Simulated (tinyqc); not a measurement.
Worked calculation: coupled-perturbed Hartree-Fock on RHF in the 6-31g basis, for H2, spin multiplicity 1. Computed by tinyqc, a small Python program that keeps every step (integrals from PySCF). Settings: charge = 0, multiplicity = 1, basis = 6-31g, method = RHF, energy threshold = 1e-10, iteration cap = 54, orthogonalisation = symmetric, start = Wolfsberg-Helmholz matrix, DIIS depth = 6. Command: `OMP_NUM_THREADS=1 python tinyqc.py 28241 28242 out.jsonl` (the two numbers bound the seeds that draw the settings). One thread of a shared host (Intel(R) Xeon(R) Processor @ 2.60GHz), about 0.1 s of CPU time with the checks. The early iterations of the SCF are left out here.

## One-electron integrals

Geometry (angstrom):
```
atom       x       y       z
H     0.0000  0.0000  0.0000
H     0.0000  0.0000  1.0570
```

Basis 6-31g: exponents (1/bohr^2) and contraction coefficients of normalised primitives:
```
element  l (shell)  exponent  coefficient
H            s (1)   18.7311       0.0335
H            s (1)    2.8254       0.2347
H            s (1)    0.6401       0.8138
H            s (2)    0.1613       1.0000
```

Overlap, kinetic and nuclear-attraction integrals over the contracted functions; the nuclear repulsion is the sum of Za Zb / Rab.

nuclear repulsion = 0.500641 hartree

overlap S:
```
        1H 1s   1H 2s   2H 1s   2H 2s
1H 1s  1.0000  0.6583  0.2184  0.3897
1H 2s  0.6583  1.0000  0.3897  0.7249
2H 1s  0.2184  0.3897  1.0000  0.6583
2H 2s  0.3897  0.7249  0.6583  1.0000
```

kinetic energy T (hartree):
```
        1H 1s   1H 2s   2H 1s   2H 2s
1H 1s  1.3957  0.2597  0.0031  0.0997
1H 2s  0.2597  0.2419  0.0997  0.1378
2H 1s  0.0031  0.0997  1.3957  0.2597
2H 2s  0.0997  0.1378  0.2597  0.2419
```

nuclear attraction V (hartree):
```
         1H 1s    1H 2s    2H 1s    2H 2s
1H 1s  -2.1534  -1.0685  -0.4138  -0.6508
1H 2s  -1.0685  -1.0871  -0.6508  -0.8384
2H 1s  -0.4138  -0.6508  -2.1534  -1.0685
2H 2s  -0.6508  -0.8384  -1.0685  -1.0871
```

core Hamiltonian H = T + V (hartree):
```
         1H 1s    1H 2s    2H 1s    2H 2s
1H 1s  -0.7577  -0.8088  -0.4107  -0.5511
1H 2s  -0.8088  -0.8452  -0.5511  -0.7006
2H 1s  -0.4107  -0.5511  -0.7577  -0.8088
2H 2s  -0.5511  -0.7006  -0.8088  -0.8452
```

## Two-electron integrals

Functions are numbered as in S; the eight-fold symmetry (ij|kl) = (ji|kl) = (kl|ij) leaves the list below.

Two-electron integrals (ij|kl) in chemists' order, unique and non-zero (hartree):
```
(11|11) 1.0766   (21|11) 0.5785   (21|21) 0.3294   (22|11) 0.5874
(22|21) 0.3613   (22|22) 0.4532   (31|11) 0.1730   (31|21) 0.1014
(31|22) 0.1158   (31|31) 0.0442   (32|11) 0.2189   (32|21) 0.1370
(32|22) 0.1760   (32|31) 0.0655   (32|32) 0.1143   (33|11) 0.4941
(33|21) 0.3181   (33|22) 0.4296   (33|31) 0.1730   (33|32) 0.3323
(33|33) 1.0766   (41|11) 0.3323   (41|21) 0.1905   (41|22) 0.2113
(41|31) 0.0655   (41|32) 0.0911   (41|33) 0.2189   (41|41) 0.1143
(42|11) 0.3902   (42|21) 0.2426   (42|22) 0.3117   (42|31) 0.0911
(42|32) 0.1499   (42|33) 0.3902   (42|41) 0.1499   (42|42) 0.2381
(43|11) 0.3181   (43|21) 0.2033   (43|22) 0.2735   (43|31) 0.1014
(43|32) 0.1905   (43|33) 0.5785   (43|41) 0.1370   (43|42) 0.2426
(43|43) 0.3294   (44|11) 0.4296   (44|21) 0.2735   (44|22) 0.3722
(44|31) 0.1158   (44|32) 0.2113   (44|33) 0.5874   (44|41) 0.1760
(44|42) 0.3117   (44|43) 0.3613   (44|44) 0.4532
```

## Orthogonalisation

S = U s U^T; symmetric (Loewdin) form X = U s^(-1/2) U^T, so that X^T S X = 1.

eigenvalues of S: 0.1592  0.3935  0.8975  2.5498

X:
```
         1H 1s    1H 2s    2H 1s    2H 2s
1H 1s   1.2536  -0.4991  -0.0297   0.0287
1H 2s  -0.4991   1.6375   0.0287  -0.6410
2H 1s  -0.0297   0.0287   1.2536  -0.4991
2H 2s   0.0287  -0.6410  -0.4991   1.6375
```

## Iteration 4 (converged): orbitals

converged F (hartree):
```
         1H 1s    1H 2s    2H 1s    2H 2s
1H 1s   0.1032  -0.4170  -0.3884  -0.4013
1H 2s  -0.4170  -0.3053  -0.4013  -0.3560
2H 1s  -0.3884  -0.4013   0.1032  -0.4170
2H 2s  -0.4013  -0.3560  -0.4170  -0.3053
```

Diagonalise F' = X^T F X, C = X C', fill 1 alpha and 1 beta electrons from the bottom; D = 2 C_occ C_occ^T. Each column has its largest component positive (the first on a tie).

F' = X^T F X (hartree):
```
         1        2        3        4
1   0.6069  -0.5745  -0.2381  -0.1305
2  -0.5745   0.2424  -0.1305  -0.1950
3  -0.2381  -0.1305   0.6069  -0.5745
4  -0.1305  -0.1950  -0.5745   0.2424
```

orbital energies (hartree): MO1 -0.5150, MO2 0.1526, MO3 0.9312, MO4 1.1297

coefficients C:
```
          MO1      MO2      MO3      MO4
1H 1s  0.2796   0.1758   0.8839  -0.9653
1H 2s  0.3434   1.1547  -0.6994   1.1840
2H 1s  0.2796  -0.1758   0.8839   0.9653
2H 2s  0.3434  -1.1547  -0.6994  -1.1840
```

D after iteration 4:
```
        1H 1s   1H 2s   2H 1s   2H 2s
1H 1s  0.1564  0.1921  0.1564  0.1921
1H 2s  0.1921  0.2359  0.1921  0.2359
2H 1s  0.1564  0.1921  0.1564  0.1921
2H 2s  0.1921  0.2359  0.1921  0.2359
```

## Convergence

Stop when the energy changes by less than 1e-10 hartree and every element of the error matrix X^T (F D S - S D F) X is below 3e-06.

Course of the cycle:
```
iteration  E (hartree)     change  largest element of the error matrix
1            -1.073577          -                             7.99e-02
2            -1.083821  -1.02e-02                             1.24e-02
3            -1.084072  -2.51e-04                             6.66e-06
4            -1.084072  -6.04e-11                             2.74e-06
```

PySCF RHF in the same basis = -1.084072 hartree

Converged in 4 iterations.

## Integrals over molecular orbitals

(pq|rs) = sum C_ip C_jq C_kr C_ls (ij|kl), one index at a time.

one-electron integrals over orbitals h = C^T H C (hartree):
```
         1        2        3       4
1  -1.0698   0.0000  -0.1287  0.0000
2   0.0000  -0.6162   0.0000  0.1898
3  -0.1287   0.0000   0.0246  0.0000
4   0.0000   0.1898   0.0000  0.1262
```

Two-electron integrals over orbitals (pq|rs), unique and non-zero (hartree):
```
(11|11) 0.5548    (21|21) 0.1117    (22|11) 0.4403    (22|22) 0.4032
(31|11) 0.1287    (31|22) 0.0706    (31|31) 0.0914    (32|21) 0.0156
(32|32) 0.0392    (33|11) 0.4990    (33|22) 0.4057    (33|31) 0.1180
(33|33) 0.4745    (41|21) -0.0799   (41|32) -0.0523   (41|41) 0.1060
(42|11) -0.1349   (42|22) -0.0747   (42|31) -0.0810   (42|33) -0.1209
(42|42) 0.0835    (43|21) -0.1248   (43|32) -0.0440   (43|41) 0.1241
(43|43) 0.1791    (44|11) 0.5547    (44|22) 0.4477    (44|31) 0.1646
(44|33) 0.5271    (44|42) -0.1600   (44|44) 0.6133
```

## Response to a field: uncoupled start

dipole integrals <a|z|i> (bohr):
```
         i1
a2  -1.2659
a3   0.0000
a4   0.0516
```

Field along z; U_ai = -mu_ai / (e_a - e_i), alpha = -4 sum U_ai mu_ai.

uncoupled U:
```
         i1
a2   1.8962
a3   0.0000
a4  -0.0314
```

uncoupled polarisability = 9.6077 bohr^3

## Coupled step 1

U_ai = -(mu_ai + sum_bj [4 (ai|bj) - (ab|ij) - (aj|bi)] U_bj) / (e_a - e_i); alpha = -4 sum U_ai mu_ai.

U after step 1:
```
        i1
a2  2.1898
a3  0.0000
a4  0.0851
```

polarisability = 11.0701 bohr^3

## Coupled step 2

As before.

U after step 2:
```
        i1
a2  2.2543
a3  0.0000
a4  0.1206
```

polarisability = 11.3895 bohr^3

## Coupled polarisability

Repeat until U stops changing; compare with -d2E/dF2.

Course of the coupled iterations:
```
step  alpha (bohr^3)
0             9.6077
1            11.0701
2            11.3895
3            11.4674
4            11.4868
5            11.4916
6            11.4929
7            11.4932
8            11.4932
9            11.4933
10           11.4933
11           11.4933
12           11.4933
13           11.4933
14           11.4933
```

coupled polarisability = 11.4933 bohr^3

finite-field check, fields of +/-0.001 au = 11.4933 bohr^3
